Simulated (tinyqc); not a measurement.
One anharmonic mode: perturbation theory, self-consistent phonons and exact levels: one step, computed by the program tinyqc. Command: `OMP_NUM_THREADS=1 python tinyqc.py 3009832 3009833 out.jsonl scp walk`. One thread of a shared host (Intel(R) Xeon(R) Processor @ 2.30GHz), about 0.03 s of CPU time with the checks.

V(x) = k x^2/2 + b x^4 for one coordinate x of mass M. A constant K > 0 gives hbar Omega = sqrt((hbar^2/u) K/M) with K in eV/angstrom^2 and M in u.

Question. Self-consistent results. Self-consistent phonon, centred at x = 0: K = k + 12 b <x^2>, <x^2> = (hbar Omega/(2K)) coth(hbar Omega/(2 k_B T)). Its free energy is F = k_B T ln[2 sinh(hbar Omega/(2 k_B T))] + (k - K)<x^2>/2 + 3 b <x^2>^2, an upper bound to the exact one.

Inputs (values chosen for the exercise, for a model mode): mode mass M = 104 u; harmonic constant k = 4.27 eV/angstrom^2; quartic constant b = 186 eV/angstrom^4; temperature T = 28 K.

Shape: single well.

self-consistent K = 6.957592 eV/angstrom^2

Constants: hbar^2/u = 4.18015928e-03 eV angstrom^2; k_B = 8.617333262e-05 eV/K.

Give: self-consistent quantum; self-consistent <x^2>; self-consistent free energy.

Answer.

self-consistent quantum = 16.723 meV

self-consistent <x^2> = 0.0012041 angstrom^2

self-consistent free energy = 7.5500 meV
